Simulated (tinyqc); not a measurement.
Worked calculation: CISD on RHF in the sto-3g basis, for H3-, spin multiplicity 1. The basis has no diffuse functions, so it cannot describe the extra electron: this is an exercise in the method, not the real anion. One step of it, computed by the program tinyqc.

Task: CISD: determinants and Hamiltonian. Slater-Condon rules over spin orbitals, with the nuclear repulsion added and E(HF) subtracted on the diagonal.

one-electron integrals over orbitals h = C^T H C (hartree), lower triangle:
```
           1          2          3
1  -1.391910
2  -0.000006  -1.086311
3  -0.113346  -0.000016  -0.826791
```

Two-electron integrals over orbitals (pq|rs), unique and non-zero (hartree):
```
(11|11) 0.517921    (21|11) -0.000070   (21|21) 0.159438    (22|11) 0.455093
(22|21) 0.000076    (22|22) 0.513116    (31|11) 0.075971    (31|21) 0.000050
(31|22) -0.053422   (31|31) 0.142541    (32|11) 0.000076    (32|21) -0.144219
(32|22) -0.000087   (32|31) -0.000017   (32|32) 0.146676    (33|11) 0.538440
(33|21) -0.000027   (33|22) 0.470996    (33|31) 0.091297    (33|32) 0.000043
(33|33) 0.587350
```

nuclear repulsion = 1.12538342 hartree

Hartree-Fock energy = -1.29852378 hartree

Give: determinants; H - E(HF) between determinants.

Result:

Occupation strings over the orbitals (2 doubly, a alpha, b beta, 0 empty; spin orbitals ordered 1a 1b 2a 2b ...): 220 2ab a2b 2ba b2a 202 ab2 ba2 022

H - E(HF) between determinants (hartree), lower triangle:
```
       220     2ab     a2b     2ba     b2a    202     ab2    ba2
220  0.000
2ab  0.000   0.401
a2b  0.000   0.000   0.630
2ba  0.000  -0.147   0.000   0.401
b2a  0.000   0.000  -0.143   0.000   0.630
202  0.147   0.000   0.144   0.000  -0.144  0.960
ab2  0.000  -0.144   0.000   0.145   0.000  0.000   1.064
ba2  0.000   0.145   0.000  -0.144   0.000  0.000  -0.159  1.064
022  0.143   0.000   0.015   0.000  -0.015  0.159   0.000  0.000

       022
022  1.289
```
